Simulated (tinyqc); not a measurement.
Atomic layer deposition: Langmuir saturation, growth per cycle and coating of deep features: one step, computed by the program tinyqc. Command: `OMP_NUM_THREADS=1 python tinyqc.py 3026253 3026254 out.jsonl ald walk`. One thread of a shared host (Intel(R) Xeon(R) Processor @ 2.30GHz), about 0.01 s of CPU time with the checks.

Precursor A sticks only on free sites, so a long enough pulse saturates; co-reactant B then frees the sites again.

Problem. Flux and saturation time. Wall flux F = p/sqrt(2 pi M k_B T); rate of filling k_a = beta F/q; desorption k_d = 1e13 exp(-E_d/(k_B T)) per second. 1/m^2 = 1e-18/nm^2. Temperatures in kelvin are T(C) + 273.15.

Inputs (values chosen for the exercise, modelled on hafnium oxide from an amide and water):
```
quantity,value,unit
precursor mass M,411,u
site density q,2.8,1/nm^2
sticking probability beta on free sites,0.00071,-
precursor pressure p,5,Pa
temperature T,150,C
desorption energy E_d,1.43,eV
```

Constants: u = 1.6605390666e-27 kg; k_B = 1.380649e-23 J/K; k_B = 8.617333262e-05 eV/K.

Give: flux F; k_a; k_d; time to 99 % without desorption, ln(100)/k_a.

Solution.

flux F = 31590 1/(nm^2 s)

k_a = 8.010 1/s

k_d = 9.300e-05 1/s

time to 99 % without desorption, ln(100)/k_a = 0.5749 s
